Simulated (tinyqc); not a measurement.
Worked calculation: temperature and isotope dependence of a band gap in oscillator models. Values are carried at full precision from step to step, so a last printed digit may differ when a step is redone from the rounded ones.

E(T) = E0 - sum_i sl_i th_i n_i(T), n = 1/(exp(th/T) - 1). The same coupling lowers the gap at 0 K by the zero-point term ZP = sum_i sl_i th_i/2, so the gap of the static lattice is E0 + ZP. Thermal expansion is taken as part of the slopes.

Values chosen for the exercise (near those of AlN; shifted at random, so the results belong to these values and not to a real crystal): E0 = 6.147 eV (gap at 0 K); th = (277, 1028) K (temperatures of two oscillators); sl = (0.2117, 0.6352) meV/K (their high-temperature slopes); T = 77 K (temperature); M = 20.47 u (mean atomic mass); dM = -1.42 u (change of the mean mass (not bounded by the natural isotopes)); T12 = (460, 880) K (temperatures of the fits).

## The gap at T

Give the occupations, the two terms, the gap, ZP and the static gap.

n_i: 0.02817  0.00000

terms (meV): 1.652  0.001

E(T) = 6.1453 eV
ZP = 355.81 meV
static gap = 6.5028 eV

The thermal fall, 1.7 meV, is smaller than the zero-point term, 355.8 meV; the soft oscillator supplies 100 % of the fall but 8 % of ZP. A calculation with clamped ions should be compared with the static gap.

## Slope and asymptote

dE/dT = -sum sl_i (th_i/T)^2 n_i (1 + n_i). At high T, n -> T/th - 1/2, so E -> E0 + ZP - (sum sl_i) T. Give the slope, its ratio to the limit, and the value at 0 K of the tangent drawn at T.

dE/dT = -0.0795 meV/K
ratio to the limiting slope = 0.0939
intercept of the tangent = 6.1515 eV
intercept - E0 = 4.47 meV

The tangent recovers 1 % of ZP: the extrapolation works only from T well above the higher oscillator (1028 K).

## Isotope effect

With M -> M + dM the oscillator temperatures scale as M^(-1/2) and the slopes stay. Give th, ZP, E0 (static gap fixed) and E(T) for the new mass, and the linear rule dE0 = ZP dM/(2 M).

th (K): 287.14  1065.63

ZP = 368.836 meV
shift of E0 = -13.023 meV
linear rule = -12.341 meV
shift of E(T) = -12.867 meV

The lighter crystal has the narrower gap. At 77 K 99 % of the shift at 0 K is left; it fades at high T, where the motion is classical and the mean-square amplitude no longer depends on mass.

## Two common fits

Two-parameter forms are made to pass through the falls at the two temperatures T12: Varshni aV T^2/(T + bV), from the line T^2/fall = (T + bV)/aV; one oscillator s1 t1/(exp(t1/T) - 1), with t1 from the ratio of the falls.

Give the falls and the parameters.

falls (meV): 149.2405  453.1612

aV = 1.4431 meV/K
bV = 1586 K
t1 = 742.5 K
s1 = 0.8087 meV/K
ZP of the one-oscillator fit = 300.2 meV

The limiting slope of the model is 0.8469 meV/K; Varshni puts it +70 % off and one oscillator -5 %. The ZP of the fit differs from the true one by -55.6 meV.

## Checks

- Slope by finite differences against the formula (meV/K): both 0.079520.
- Fall at 20 times the higher oscillator temperature against the asymptote (meV): 17059 against 17056.

Program tinyqc; command `OMP_NUM_THREADS=1 python tinyqc.py 1880871 1880872 out.jsonl`; about 0.01 s on one thread of a shared Intel(R) Xeon(R) Processor @ 2.30GHz.
